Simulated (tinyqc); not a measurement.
Deformation-potential model of the Delta valleys of a conduction band: one step. Valley shifts. Five cases, with inputs chosen for the exercise.

Problem. Apply the Herring-Vogt formula to each valley.

Valleys with axes along x, y and z, each a pair at +k and -k. Herring-Vogt shift of a valley with unit axis a: dE = Xd tr(e) + Xu a.e.a. Non-degenerate shares n_i = exp(-dE_i/kT)/sum_j exp(-dE_j/kT). Inverse mass tensor of a valley: (1 - a a)/mt + a a/ml; the masses are taken as independent of strain.

Case 1.

Values chosen (out of a larger set: near those of Si; not measured data): Xd = 1.15 eV (dilation potential); Xu = 9.6 eV (uniaxial potential).

strain tensor:
```
            x           y           z
x  0.00027796  0.00049485  0.00049485
y  0.00049485  0.00027796  0.00049485
z  0.00049485  0.00049485  0.00027796
```

Case 2.

Values chosen (out of a larger set: near those of Si; not measured data): Xd = 1.17 eV (dilation potential); Xu = 9.02 eV (uniaxial potential).

strain tensor:
```
             x            y           z
x  -0.00462973  -0.00534134  0.00000000
y  -0.00534134  -0.00462973  0.00000000
z   0.00000000   0.00000000  0.00353452
```

Case 3.

Values chosen (out of a larger set: near those of Si; not measured data): Xd = 1.18 eV (dilation potential); Xu = 8.68 eV (uniaxial potential).

strain tensor:
```
            x           y            z
x  0.00319590  0.00000000   0.00000000
y  0.00000000  0.00319590   0.00000000
z  0.00000000  0.00000000  -0.01152685
```

Case 4.

Values chosen (out of a larger set: near those of Si; not measured data): Xd = 1.08 eV (dilation potential); Xu = 9.1 eV (uniaxial potential).

strain tensor:
```
            x            y            z
x  0.00741311   0.00000000   0.00000000
y  0.00000000  -0.00215577   0.00000000
z  0.00000000   0.00000000  -0.00215577
```

Case 5.

Values chosen (out of a larger set: near those of Si; not measured data): Xd = 1.07 eV (dilation potential); Xu = 8.67 eV (uniaxial potential).

strain tensor:
```
             x           y           z
x  -0.01522338  0.00000000  0.00000000
y   0.00000000  0.00421819  0.00000000
z   0.00000000  0.00000000  0.00421819
```

Give: Xd tr(e); a.e.a; shifts dE.

Solution.

Case 1.

Xd tr(e) = 0.96 meV

a.e.a: x 0.000278, y 0.000278, z 0.000278

shifts dE (meV): x 3.63, y 3.63, z 3.63

All valleys shift alike: this load keeps them equivalent by symmetry.

Case 2.

Xd tr(e) = -6.70 meV

a.e.a: x -0.004630, y -0.004630, z 0.003535

shifts dE (meV): x -48.46, y -48.46, z 25.18

The lowest valleys are x and y, 73.6 meV below the highest; the mean shift over all valleys is (Xd + Xu/3) tr(e) = -23.91 meV.

Case 3.

Xd tr(e) = -6.06 meV

a.e.a: x 0.003196, y 0.003196, z -0.011527

shifts dE (meV): x 21.68, y 21.68, z -106.11

The lowest valley is z, 127.8 meV below the highest; the mean shift over all valleys is (Xd + Xu/3) tr(e) = -20.92 meV.

Case 4.

Xd tr(e) = 3.35 meV

a.e.a: x 0.007413, y -0.002156, z -0.002156

shifts dE (meV): x 70.81, y -16.27, z -16.27

The lowest valleys are y and z, 87.1 meV below the highest; the mean shift over all valleys is (Xd + Xu/3) tr(e) = 12.76 meV.

Case 5.

Xd tr(e) = -7.26 meV

a.e.a: x -0.015223, y 0.004218, z 0.004218

shifts dE (meV): x -139.25, y 29.31, z 29.31

The lowest valley is x, 168.6 meV below the highest; the mean shift over all valleys is (Xd + Xu/3) tr(e) = -26.88 meV.

Computed by tinyqc, one run a case: `OMP_NUM_THREADS=1 python tinyqc.py N N+1 out.jsonl` with N = 1050610, 1050670, 1050744, 1050998, 1080343; one thread of a shared Intel(R) Xeon(R) Processor @ 2.30GHz, about 0.02 s a run at most.
